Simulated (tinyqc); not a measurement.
# Inputs raised by 2 %, one at a time

Model: bottom-up copper filling of a trench by curvature-enhanced accelerator coverage. Computed by tinyqc, a small Python program. Command: `OMP_NUM_THREADS=1 python tinyqc.py 3002054 3002055 out.jsonl superfill sens`. One thread of a shared host (Intel(R) Xeon(R) Processor @ 2.30GHz), about 0.1 s of CPU time with the checks.

A rectangular trench keeps vertical walls and a flat floor. An accelerator floats on the surface; where area is lost in the corners it is passed on to the floor.

Inputs (values chosen for the exercise, close to those used for damascene copper plating): trench width w = 83 nm; aspect ratio h/w = 1.1; exchange current of the suppressed surface i_0 = 0.011 mA/cm^2; exchange current of the accelerated surface i_1 = 0.71 mA/cm^2; transfer coefficient alpha = 0.47; overpotential eta = 0.11 V; starting coverage theta_0 = 0.009; adsorption rate k_a = 0 1/s; cupric ion concentration C = 0.34 mol/l; diffusivity D = 3.7e-06 cm^2/s; boundary layer delta = 61 um; temperature T = 298 K.

Constants: e = 1.602176634e-19 C; N_A = 6.02214076e+23 1/mol; k_B = 8.617333262e-05 eV/K.

Method. Kinetic current i_k = [i_0 (1 - theta) + i_1 theta] exp(alpha eta/(k_B T)), limit i_L = 2 F D C/delta, i = 1/(1/i_k + 1/i_L); velocity v = i Omega/(2F), Omega = 7.11 cm^3/mol, F = e N_A. Depletion inside the trench is ignored. Half width x, floor height y, depth h = aspect ratio x w. dx/dt = -v_s, dy/dt = v_b. d theta_b/dt = k_a (1 - theta_b) + [theta_s v_b + theta_b v_s]/x: the floor takes the accelerator of the wall it covers and keeps its own as it narrows. d theta_s/dt = k_a (1 - theta_s). theta_b is capped at 1. Integrate (tolerance 1e-9) until the walls meet (x = 0.02 w/2) or the floor passes the original mouth y = h. Start: x = w/2, y = 0, theta_b = theta_s = theta_0. Height filled = y/h, opening left = x/(w/2).

Runs; columns: (1) input moved; (2) from; (3) to; (4) time at the end (s); (5) opening left, as a share of w; (6) ratio v(1)/v(theta_0); (7) share of the height filled from the floor:
```
(1)                                                          (2)      (3)     (4)      (5)     (6)  (7)
base run                                                       -        -  777.12  0.10961  36.341    1
trench width w (nm)                                           83    84.66  792.67  0.10961  36.341    1
aspect ratio h/w                                             1.1    1.122  780.57  0.10566  36.341    1
exchange current of the suppressed surface i_0 (mA/cm^2)   0.011  0.01122  769.26  0.10755  35.890    1
exchange current of the accelerated surface i_1 (mA/cm^2)   0.71   0.7242  769.69  0.11163  36.710    1
overpotential eta (V)                                       0.11   0.1122  746.64  0.10951  36.170    1
starting coverage theta_0                                  0.009  0.00918  769.81  0.11160  36.079    1
boundary layer delta (um)                                     61    62.22  777.22  0.10956  36.258    1
```

Exponents ln(y'/y) / ln(x'/x); columns: (1) input; (2) time at the end; (3) opening left, as a share of w; (4) ratio v(1)/v(theta_0); (5) share of the height filled from the floor:
```
(1)                                                 (2)     (3)     (4)  (5)
trench width w                                    1.000   0.000   0.000    0
aspect ratio h/w                                  0.223  -1.852   0.000    0
exchange current of the suppressed surface i_0   -0.514  -0.960  -0.631    0
exchange current of the accelerated surface i_1  -0.485   0.921   0.510    0
overpotential eta                                -2.021  -0.045  -0.237    0
starting coverage theta_0                        -0.478   0.907  -0.365    0
boundary layer delta                              0.006  -0.022  -0.116    0
```

Which inputs matter most for each result?

Among the inputs moved here: time at the end answers most in size to overpotential eta (exponent -2.021), next to trench width w (+1.000). Its exponent +1.000 in trench width w: without adsorption the problem scales with w. Opening left, as a share of w answers most in size to aspect ratio h/w (exponent -1.852), next to exchange current of the suppressed surface i_0 (-0.960); its exponent is below 0.0005 for trench width w. Its exponent 0.000 in trench width w: without adsorption the shape does not depend on scale. Ratio v(1)/v(theta_0) answers most in size to exchange current of the suppressed surface i_0 (exponent -0.631), next to exchange current of the accelerated surface i_1 (+0.510); its exponent is below 0.0005 for trench width w, aspect ratio h/w. share of the height filled from the floor hardly depends on these (all exponents below 0.005).

Caution (all rows): real profiles develop slanted corners, and accelerator is consumed; both are left out.
